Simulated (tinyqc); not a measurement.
## MOS capacitor on an n-type substrate, surface potential from the exact charge relation: effect of the temperature on threshold and swing

Uniform n-type substrate, Boltzmann statistics, full ionisation, classical densities. psi is the surface potential against the body (positive when the bands bend down) and u = -psi/Vt. Traps are spread evenly over the gap and neutral at flat band, so their charge is -q Dit psi; the minority quasi-Fermi level is shifted by Vb.

Nc and Nv are given at 400 K and scale as (T/400 K)^1.5; Eg is held fixed. ni = sqrt(Nc Nv) exp(-Eg/(2 Vt)), Eg in volts; phiF = Vt ln(N/ni); Cox = eps0 eox/tox; Vfb = phiM - chi - Vt ln(Nc/N) - q Nf/Cox; VT = Vfb - [(2 phiF + Vb)(1 + q Dit/Cox) + sqrt(2 eps0 eps_r q N (2 phiF + Vb))/Cox]. gamma = sqrt(2 eps0 eps_r q N)/Cox; Wm = sqrt(2 eps0 eps_r (2 phiF + Vb)/(q N)); m = 1 + (eps0 eps_r/Wm + q Dit)/Cox; swing m Vt ln 10; Cmin/Cox = 1/(1 + Cox Wm/(eps0 eps_r)).

Parameters, values chosen for the exercise; band and dielectric values close to those of gallium arsenide:
```
symbol,value,unit,meaning
Eg,1.45,eV,band gap
eps_r,13,,relative permittivity
Nc,6.88e17,cm^-3,conduction-band density of states at the reference temperature
Nv,1.37e19,cm^-3,valence-band density of states at the reference temperature
chi,4.01,eV,electron affinity
N,3.9e15,cm^-3,donor density of the substrate
eox,3.9,,relative permittivity of the gate insulator (close to silicon dioxide)
tox,3.7,nm,insulator thickness
phiM,4.76,eV,gate work function
Nf,-1.6e11,cm^-2,"fixed charge at the interface, in units of q"
Dit,0,cm^-2 eV^-1,density of interface traps
Vb,1.7,V,reverse bias of the inversion layer against the body
```

Constants: q = 1.602176634e-19 C, kB = 1.380649e-23 J/K, Vt = kB T/q, eps0 = 8.8541878128e-14 F/cm where lengths are in cm. Results are converted to the units shown.

The same in every row: gamma (V^0.5) = 0.04064.

Effect of the temperature on threshold and swing:
```
T (K)  Vfb (V)  2 phiF (V)  VT (V)  Wm (nm)      m  swing (mV/decade)  Cmin/Cox
200     0.7062       1.256  -2.320     1044  1.012              40.15   0.01168
240     0.6863       1.206  -2.289     1035  1.012              48.19   0.01178
280     0.6656       1.154  -2.257     1025  1.012              56.23   0.01188
320     0.6441       1.101  -2.225     1016  1.012              64.27   0.01200
360     0.6219       1.046  -2.192     1006  1.012              72.31   0.01211
400     0.5992      0.9903  -2.158    995.6  1.012              80.35   0.01224
440     0.5759      0.9335  -2.124    985.0  1.013              88.40   0.01237
```

As T goes from 200 to 440, VT rises from -2.32 to -2.12 V, the swing rises from 40.2 to 88.4 mV/decade and Cmin/Cox rises from 0.0117 to 0.0124. Of the change of VT by 0.196 V, -0.130 V comes from Vfb and 0.326 V from the band bending and the charge it takes. VT changes by 0.817 mV/K on average.

tinyqc, about 0.01 s, one thread, Intel Xeon 2.30GHz (shared host): `OMP_NUM_THREADS=1 python tinyqc.py 2060015 2060016 out.jsonl`
